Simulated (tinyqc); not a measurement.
Ratio and sensitivities against delay: time-domain thermoreflectance: layered heat flow under a modulated pulse train, and what the signal ratio measures. Computed by tinyqc, a small Python program. Command: `OMP_NUM_THREADS=1 python tinyqc.py 3112593 3112594 out.jsonl tdtr walk`. One thread of a shared host (Intel(R) Xeon(R) Processor @ 2.30GHz), about 0.2 s of CPU time with the checks.

Pulses repeat at 80 MHz; heat is laid down at the surface, all layers are isotropic, and the film is in perfect contact with the substrate.

Inputs (values chosen for the exercise, modelled on aluminium on a SiGe alloy):
```
quantity                                value        unit
metal thickness d                          75          nm
metal conductivity                        160     W/(m K)
metal heat capacity                      2.42  MJ/(m^3 K)
boundary conductance G under the metal    100  MW/(m^2 K)
film thickness                            5.4          nm
film conductivity                          14     W/(m K)
film heat capacity                        1.5  MJ/(m^3 K)
substrate conductivity kappa             7.89     W/(m K)
substrate heat capacity C                1.68  MJ/(m^3 K)
modulation frequency f                     12         MHz
spot radius w (1/e^2, pump and probe)     5.3  micrometre
```

Stack: metal, film, substrate.

Method:
- For radial wave number k and angular frequency W each layer has u = sqrt(4 pi^2 k^2 + i W C/kappa) and gamma = kappa u. Surface impedance from below: Z = 1/gamma for the substrate; a layer of thickness L maps Z to (Z + tanh(u L)/gamma)/(1 + gamma Z tanh(u L)); a boundary adds 1/G.
- Response per absorbed watt H(W) = 2 pi int_0^(2/w) Z(k, W) exp(-pi^2 k^2 w^2) k dk by 20 Gauss-Legendre points.
- Signal: X + iY = sum_(m = -M..M) H(2 pi (f + m f_r)) exp(i 2 pi m f_r t) exp(-pi (m/M)^2 x 4), f_r = 80 MHz, M = 4000, with H(-W) the complex conjugate of H(W); V_in = X, V_out = Y, ratio = -V_in/V_out.
- Sensitivity S = ln(ratio'/ratio)/ln(1.01) for a rise of one input by 1 %.

Ratio and sensitivities:
```
t (ps)   ratio  S to kappa    S to G    S to d   S to C    S to w  S to film conductivity
100     3.4414     0.39569   0.06760  -0.84122  0.39190  -0.14265               0.0032046
200     3.2257     0.38484   0.03670  -0.78902  0.38100  -0.13920               0.0020960
400     2.8806     0.36327  -0.00602  -0.70175  0.35932  -0.13330               0.0004829
800     2.3871     0.32538  -0.05592  -0.57358  0.32118  -0.12448              -0.0014766
1500    1.8389     0.27520  -0.09677  -0.42994  0.27052  -0.11487              -0.0031462
2500    1.3668     0.22766  -0.11914  -0.31089  0.22221  -0.10853              -0.0041071
4000    0.9421     0.18778  -0.13136  -0.21708  0.18081  -0.10909              -0.0046512
```

The largest sensitivity in size at 100 ps is to d (-0.84). kappa and C enter almost alike, through the effusivity. At 400 ps an error of 3 % in d passes on as 6 % in kappa.

Extremes, crossings and ranges named in words are read from the listed rows.
